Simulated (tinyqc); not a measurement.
Hexagonal on-chip spiral inductor, lumped pi model: two steps of the calculation.

Outer diameter do = di + 2 n wd + 2 (n - 1) sp, mean da = (do + di)/2, fill p = (do - di)/(do + di), length l = 3.464 n da. L = 2.33 mu0 n^2 da/(1 + 3.82 p), mu0 = 4 pi 1e-7 H/m. Rs = rho l/(wd delta (1 - exp(-th/delta))), delta = sqrt(rho/(pi f mu0)). Cs = n wd^2 eps0 eo/hu across the coil. At each end Cox = l wd eps0 eo/(2 ho) leads to the substrate branch Rsi = 2 rs he/(l wd) in parallel with Csi = l wd eps0 11.7/(2 he). With one end grounded Y = 1/(Rs + i w L) + i w Cs + 1/[1/(i w Cox) + 1/(1/Rsi + i w Csi)], w = 2 pi f; Q = -Im Y/Re Y. Eddy currents in neighbouring turns and in the substrate are left out.

Parameters, values chosen for the exercise; values of the order met in silicon radio-frequency processes:
```
symbol  value     unit                                     meaning
n         2.5                                      number of turns
wd          8       um                                  line width
sp          2       um                         space between turns
di        140       um                              inner diameter
th        0.9       um                             metal thickness
rho       1.9  uohm cm                           metal resistivity
ho        8.7       um                        oxide below the coil
hu        1.1       um            oxide between coil and underpass
eo        3.9                   relative permittivity of the oxide
rs        100   ohm cm                       substrate resistivity
he         50       um  effective spreading depth in the substrate
f           2      GHz                                   frequency
```

Constants: eps0 = 8.8541878128e-12 F/m. Results are converted to the units shown.

Task 1. Geometry and model elements. do, l, L, delta, Rs, Cs, Cox, Rsi and Csi as defined.

Find: do; l; L; delta; Rs; Cs; Cox; Rsi; Csi.

Result 1.

do = 186.0 um
l = 1412 um
L = 1.938 nH
delta = 1.551 um
Rs = 4.909 ohm
Cs = 5.023 fF
Cox = 22.41 fF
Rsi = 8855 ohm
Csi = 11.70 fF

Task 2. Admittance, quality factor and apparent inductance. Series branch 1/(Rs + i w L), substrate branch, total Y, Q = -Im Y/Re Y, apparent inductance Im(1/Y)/w, metal-only value w L/Rs, share of the loss in the substrate Re(substrate branch)/Re Y.

L = 1.9381599 nH
Rs = 4.9094899 ohm
Cs = 5.0227393 fF
Cox = 22.410914 fF
Rsi = 8855.3252 ohm
Csi = 11.698497 fF

Wanted: series branch; substrate branch; Y; Q; apparent inductance; w L/Rs; share of the loss in the substrate.

Result 2.

series branch = 7.953-39.455i mS
substrate branch = 0.04558+0.10860i mS
Y = 7.999-39.283i mS
Q = 4.9112
apparent inductance = 1.9451 nH
w L/Rs = 4.9609
share of the loss in the substrate = 0.56990 %

Q is 99.0 % of the metal-only value.

tinyqc, about 0.01 s, one thread, Intel Xeon 2.30GHz (shared host): `OMP_NUM_THREADS=1 python tinyqc.py 2302042 2302043 out.jsonl`
